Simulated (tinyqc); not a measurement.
ROHF in the sto-3g basis, for H3, spin multiplicity 2, step by step. Computed by tinyqc, a small Python program that keeps every step (integrals from PySCF). Settings: charge = 0, multiplicity = 2, basis = sto-3g, energy threshold = 1e-10, iteration cap = 89, orthogonalisation = symmetric, start = Wolfsberg-Helmholz matrix, DIIS depth = 4, method = ROHF. Command: `OMP_NUM_THREADS=1 python tinyqc.py 21657 21658 out.jsonl` (the two numbers bound the seeds that draw the settings). One thread of a shared host (Intel(R) Xeon(R) Processor @ 2.60GHz), about 0.06 s of CPU time with the checks. Later iterations appear only in the table of the cycle.

## One-electron integrals

Geometry (angstrom):
```
atom         x         y          z
H     0.000000  0.000000   0.000000
H     0.000000  0.000000   0.920000
H     0.000000  0.625000  -0.675000
```

Basis sto-3g: exponents (1/bohr^2) and contraction coefficients of normalised primitives:
```
element  l (shell)  exponent  coefficient
H            s (1)  3.425251     0.154329
H            s (1)  0.623914     0.535328
H            s (1)  0.168855     0.444635
```

Overlap, kinetic and nuclear-attraction integrals over the contracted functions; the nuclear repulsion is the sum of Za Zb / Rab.

nuclear repulsion = 1.45933982 hartree

overlap S, lower triangle:
```
          1H 1s     2H 1s     3H 1s
1H 1s  1.000000
2H 1s  0.544780  1.000000
3H 1s  0.544830  0.187535  1.000000
```

kinetic energy T (hartree), lower triangle:
```
          1H 1s      2H 1s     3H 1s
1H 1s  0.760032
2H 1s  0.143718   0.760032
3H 1s  0.143754  -0.003183  0.760032
```

nuclear attraction V (hartree), lower triangle:
```
           1H 1s      2H 1s      3H 1s
1H 1s  -2.328644
2H 1s  -1.127812  -2.086030
3H 1s  -1.127944  -0.359112  -2.086071
```

core Hamiltonian H = T + V (hartree), lower triangle:
```
           1H 1s      2H 1s      3H 1s
1H 1s  -1.568612
2H 1s  -0.984094  -1.325998
3H 1s  -0.984190  -0.362295  -1.326039
```

## Two-electron integrals

Functions are numbered as in S; the eight-fold symmetry (ij|kl) = (ji|kl) = (kl|ij) leaves the list below.

Two-electron integrals (ij|kl) in chemists' order, unique and non-zero (hartree):
```
(11|11) 0.774606   (21|11) 0.347820   (21|21) 0.193946   (22|11) 0.504859
(22|21) 0.347820   (22|22) 0.774606   (31|11) 0.347860   (31|21) 0.149887
(31|22) 0.213868   (31|31) 0.193986   (32|11) 0.110491   (32|21) 0.056510
(32|22) 0.094780   (32|31) 0.056515   (32|32) 0.019091   (33|11) 0.504887
(33|21) 0.213855   (33|22) 0.305961   (33|31) 0.347860   (33|32) 0.094780
(33|33) 0.774606
```

## Orthogonalisation

S = U s U^T; symmetric (Loewdin) form X = U s^(-1/2) U^T, so that X^T S X = 1.

eigenvalues of S: 0.317612  0.812465  1.869923

X, lower triangle:
```
           1H 1s     2H 1s     3H 1s
1H 1s   1.315853
2H 1s  -0.366072  1.149612
3H 1s  -0.366118  0.040205  1.149647
```

## Starting guess

The start is the generalised Wolfsberg-Helmholz matrix (K = 1.75) built on H; D(s) = C_occ C_occ^T for each spin.

D(alpha) at the start, lower triangle:
```
          1H 1s      2H 1s     3H 1s
1H 1s  0.323555
2H 1s  0.189453   0.726425
3H 1s  0.189500  -0.504452  0.726314
```

D(beta) at the start, lower triangle:
```
          1H 1s     2H 1s     3H 1s
1H 1s  0.323555
2H 1s  0.189459  0.110938
3H 1s  0.189493  0.110959  0.110979
```

## Iteration 1: building the Fock matrix

J_ij = sum D_kl (ij|kl) with D = D(alpha) + D(beta), K_ij = sum D_kl (ik|jl) for each spin; F = H + J - K(s); E = tr D H + tr D J / 2 - 0.5 sum_s tr D(s) K(s) + E_nn.

Coulomb J (hartree), lower triangle:
```
          1H 1s     2H 1s     3H 1s
1H 1s  1.787050
2H 1s  0.911504  1.582609
3H 1s  0.911600  0.300863  1.582636
```

exchange K(alpha) (hartree), lower triangle:
```
          1H 1s     2H 1s     3H 1s
1H 1s  0.644818
2H 1s  0.451591  0.696895
3H 1s  0.451635  0.124674  0.696869
```

exchange K(beta) (hartree), lower triangle:
```
          1H 1s     2H 1s     3H 1s
1H 1s  0.590564
2H 1s  0.369133  0.325050
3H 1s  0.369189  0.208056  0.325131
```

F(alpha) (hartree), lower triangle:
```
           1H 1s      2H 1s      3H 1s
1H 1s  -0.426381
2H 1s  -0.524181  -0.440284
3H 1s  -0.524225  -0.186106  -0.440272
```

F(beta) (hartree), lower triangle:
```
           1H 1s      2H 1s      3H 1s
1H 1s  -0.372127
2H 1s  -0.441723  -0.068439
3H 1s  -0.441779  -0.269489  -0.068534
```

total energy of this density = -1.52048602 hartree

## Iteration 1: Roothaan effective Fock matrix

With projectors Pc = D(beta) S, Po = (D(alpha) - D(beta)) S, Pv = 1 - D(alpha) S, the block xy is Px^T F Py; with Fc = (F(alpha) + F(beta))/2, the blocks are Fc for cc, oo, vv and cv, F(beta) for co and F(alpha) for ov.

effective F (hartree), lower triangle:
```
           1H 1s      2H 1s      3H 1s
1H 1s  -0.399254
2H 1s  -0.482941  -0.254356
3H 1s  -0.483012  -0.227798  -0.254409
```

## Iteration 1: diagonalisation and new density

Diagonalise F' = X^T F X, C = X C', fill 2 alpha and 1 beta electrons from the bottom; D(s) = C_occ C_occ^T. Each column has its largest component positive (the first on a tie).

F' = X^T F X (hartree), lower triangle:
```
           1         2         3
1   0.110108
2  -0.483224  0.009570
3  -0.483313  0.042300  0.009588
```

orbital energies (hartree): MO1 -0.603072, MO2 -0.032721, MO3 0.765059

coefficients C:
```
            MO1        MO2        MO3
1H 1s  0.536629  -0.000018   1.308262
2H 1s  0.354102   0.784547  -0.846363
3H 1s  0.354190  -0.784416  -0.846515
```

D(alpha) after iteration 1, lower triangle:
```
          1H 1s      2H 1s     3H 1s
1H 1s  0.287970
2H 1s  0.190007   0.740902
3H 1s  0.190082  -0.489991  0.740759
```

D(beta) after iteration 1, lower triangle:
```
          1H 1s     2H 1s     3H 1s
1H 1s  0.287970
2H 1s  0.190021  0.125388
3H 1s  0.190068  0.125420  0.125451
```

## Iteration 2: building the Fock matrix

As before.

Coulomb J (hartree), lower triangle:
```
          1H 1s     2H 1s     3H 1s
1H 1s  1.769098
2H 1s  0.907044  1.584688
3H 1s  0.907142  0.299843  1.584719
```

exchange K(alpha) (hartree), lower triangle:
```
          1H 1s     2H 1s     3H 1s
1H 1s  0.627990
2H 1s  0.449514  0.704676
3H 1s  0.449561  0.127089  0.704640
```

exchange K(beta) (hartree), lower triangle:
```
          1H 1s     2H 1s     3H 1s
1H 1s  0.573736
2H 1s  0.367052  0.332815
3H 1s  0.367119  0.210472  0.332918
```

F(alpha) (hartree), lower triangle:
```
           1H 1s      2H 1s      3H 1s
1H 1s  -0.427504
2H 1s  -0.526564  -0.445987
3H 1s  -0.526609  -0.189542  -0.445961
```

F(beta) (hartree), lower triangle:
```
           1H 1s      2H 1s      3H 1s
1H 1s  -0.373250
2H 1s  -0.444102  -0.074126
3H 1s  -0.444168  -0.272924  -0.074239
```

total energy of this density = -1.52238915 hartree

## Iteration 2: Roothaan effective Fock matrix

As before.

effective F (hartree), lower triangle:
```
           1H 1s      2H 1s      3H 1s
1H 1s  -0.400377
2H 1s  -0.485319  -0.260048
3H 1s  -0.485403  -0.231233  -0.260109
```

## Iteration 2: DIIS over 2 matrices

error matrix X^T (FDS - SDF) X:
```
           1          2         3
1   0.000000   0.006566  0.006566
2  -0.006566   0.000000  0.000010
3  -0.006566  -0.000010  0.000000
```

B (overlaps of the stored error matrices):
```
               1              2
1  9.1530666e-03  1.2563318e-03
2  1.2563318e-03  1.7244176e-04
```

Minimise |sum c_i e_i|^2 with sum c_i = 1: solve [B -1; -1 0][c; lambda] = [0; -1] with B_ij = tr e_i^T e_j, and take F = sum c_i F_i.

DIIS coefficients: -0.159095  1.159095

extrapolated F (hartree), lower triangle:
```
           1H 1s      2H 1s      3H 1s
1H 1s  -0.400555
2H 1s  -0.485697  -0.260953
3H 1s  -0.485783  -0.231779  -0.261016
```

## Iteration 2: diagonalisation and new density

As before.

F' = X^T F X (hartree), lower triangle:
```
           1         2         3
1   0.110342
2  -0.483046  0.002699
3  -0.483152  0.038653  0.002716
```

orbital energies (hartree): MO1 -0.608223, MO2 -0.035946, MO3 0.759926

coefficients C:
```
            MO1        MO2        MO3
1H 1s  0.531478  -0.000024   1.310363
2H 1s  0.357417   0.784561  -0.844955
3H 1s  0.357528  -0.784401  -0.845124
```

D(alpha) after iteration 2, lower triangle:
```
          1H 1s      2H 1s     3H 1s
1H 1s  0.282469
2H 1s  0.189941   0.743283
3H 1s  0.190038  -0.487624  0.743112
```

D(beta) after iteration 2, lower triangle:
```
          1H 1s     2H 1s     3H 1s
1H 1s  0.282469
2H 1s  0.189960  0.127747
3H 1s  0.190019  0.127787  0.127826
```

## Iteration 5 (converged): orbitals

converged F (hartree), lower triangle:
```
           1H 1s      2H 1s      3H 1s
1H 1s  -0.400516
2H 1s  -0.485642  -0.260920
3H 1s  -0.485759  -0.231759  -0.261001
```

As before.

F' = X^T F X (hartree), lower triangle:
```
           1         2         3
1   0.110344
2  -0.482991  0.002702
3  -0.483136  0.038653  0.002721
```

orbital energies (hartree): MO1 -0.608171, MO2 -0.035942, MO3 0.759880

coefficients C:
```
            MO1        MO2        MO3
1H 1s  0.531477  -0.000042   1.310364
2H 1s  0.357393   0.784595  -0.844934
3H 1s  0.357555  -0.784368  -0.845144
```

D(alpha) after iteration 5, lower triangle:
```
          1H 1s      2H 1s     3H 1s
1H 1s  0.282467
2H 1s  0.189914   0.743319
3H 1s  0.190065  -0.487623  0.743078
```

D(beta) after iteration 5, lower triangle:
```
          1H 1s     2H 1s     3H 1s
1H 1s  0.282467
2H 1s  0.189946  0.127730
3H 1s  0.190032  0.127788  0.127845
```

## Convergence

Stop when the energy changes by less than 1e-10 hartree and every element of the error matrix X^T (F D S - S D F) X is below 3e-06.

Course of the cycle:
```
iteration  E (hartree)     change  largest element of the error matrix
1          -1.52048602          -                             4.78e-02
2          -1.52238915  -1.90e-03                             6.57e-03
3          -1.52242569  -3.65e-05                             7.21e-06
4          -1.52242569  -2.69e-10                             6.42e-06
5          -1.52242569  -3.24e-11                             9.66e-07
```

PySCF ROHF in the same basis = -1.52242569 hartree

Converged in 5 iterations.

## Populations, bond orders and dipole

Mulliken: Z minus the diagonal of D S on the atom; Loewdin: the same with S^(1/2) D S^(1/2); Mayer order: 2 sum_s sum (D(s) S)_ij (D(s) S)_ji over the two atoms.

Charges (e):
```
atom   Mulliken    Loewdin  Mulliken spin
1H     0.021037   0.050422      -1.77e-09
2H    -0.010507  -0.025200       0.500160
3H    -0.010530  -0.025222       0.499840
```

Mayer bond orders:
```
pair     order
2-1   0.499619
3-1   0.499939
3-2   0.250111
```

dipole moment about the origin, x y z (debye): 0.000000  -0.031611  -0.012291
